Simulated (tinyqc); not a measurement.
# Admittance spectroscopy of a deep trap, step by step

Numbers from tinyqc (`OMP_NUM_THREADS=1 python tinyqc.py 2050049 2050050 out.jsonl`; about 0.01 s on one thread of a shared Intel Xeon 2.30GHz). Printed values are rounded.

Schottky contact on an n-type layer with shallow donors Nd (all ionised) and a donor-like deep trap, neutral when filled and positive when empty; depletion approximation. Traps within lam of the depletion edge stay filled. The traps at xt = W - lam, where the level crosses the Fermi level, follow a slow signal and not a fast one. w = 2 pi f.

Parameters, values chosen for the exercise; material values close to those of silicon: relative permittivity eps_r = 11.8; conduction-band density of states at 300 K Nc = 2.78e19 cm^-3; thermal velocity at 300 K vth = 2.3e7 cm/s; shallow donor density Nd = 6.5e15 cm^-3; built-in voltage Vbi = 0.8 V; depth of the trap below the conduction edge Et = 0.45 eV; capture cross-section sn = 3.1e-17 cm^2; trap density Nt = 1.9e15 cm^-3; reverse bias Vr = 0 V; signal frequency f = 640 Hz; temperature T = 311 K.

Constants: q = 1.602176634e-19 C, kB = 1.380649e-23 J/K, eps0 = 8.8541878128e-14 F/cm where lengths are in cm. Results are converted to the units shown.

## Widths and limiting capacitances

lam = sqrt(2 eps0 eps_r (EF - ET)/(q Nd)), EF - ET = Et - (kB T/q) ln(Nc(T)/Nd), Nc(T) = Nc (T/300 K)^1.5. In the steady state at the band bending V, 2 eps0 eps_r V/q = Nd W^2 + Nt (W - lam)^2 (the second term only if W > lam). V = Vbi + Vr. C_HF = eps0 eps_r/W, C_LF = eps0 eps_r (Nd + Nt)/(Nd W + Nt xt).

lam = 212.230 nm
W = 389.073 nm
xt = 176.843 nm
C_HF = 26.8534 nF/cm^2
C_LF = 30.6330 nF/cm^2

The step is 14.1 % of C_HF.

## Admittance at the signal frequency

Emission rate en = sn vth(T) Nc(T) exp(-Et/kB T) = sn g T^2 exp(-Et/kB T), g = vth Nc/(300 K)^2, as vth goes as T^0.5 and Nc as T^1.5 (degeneracy factor 1). Inflection frequency w0 = 2 en [1 + Nt xt/(Nd W)]; C = C_HF + (C_LF - C_HF)/(1 + (w/w0)^2), G/w = (C_LF - C_HF)(w/w0)/(1 + (w/w0)^2).

en = 1086.75 1/s
w0/(2 pi) = 391.882 Hz
C = 27.8841 nF/cm^2
G/w = 1.68319 nF/cm^2

The signal lies near the inflection, where the loss is largest.
